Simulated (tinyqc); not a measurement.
## Doping and flat-band voltage from the body effect

Inverse problem. VT = Vfb + 2 phiF + gamma sqrt(2 phiF + Vsb), phiF = Vt ln(Na/ni), gamma = sqrt(2 q eps0 eps_r Na)/Cox, Cox = eps0 eox/tox. Find Na, gamma and Vfb from two thresholds.

Parameters, values chosen for the exercise; material values those of a made-up semiconductor:
- T = 325 K (temperature)
- eps_r = 9.62 (relative permittivity of the semiconductor)
- eox = 4.06 (relative permittivity of the gate insulator)
- tox = 4.4 nm (insulator thickness)

Constants: q = 1.602176634e-19 C, kB = 1.380649e-23 J/K, Vt = kB T/q, eps0 = 8.8541878128e-14 F/cm where lengths are in cm. Results are converted to the units shown.

VT at Vsb = 0 and 1.1 V (V): [0.42888410, 0.60727144]
ni = 4.5080452e11 cm^-3

Answer. The difference of the thresholds, gamma [sqrt(2 phiF + Vsb) - sqrt(2 phiF)], holds no Vfb and rises with Na, so it has one root; Vfb then follows from the first threshold.

Na = 3.20e17 cm^-3
gamma = 0.362 V^0.5
Vfb = -0.640 V

Computed by the program tinyqc: `OMP_NUM_THREADS=1 python tinyqc.py 2360053 2360054 out.jsonl`, one thread of a shared Intel Xeon 2.30GHz, about 0.03 s for the whole run.
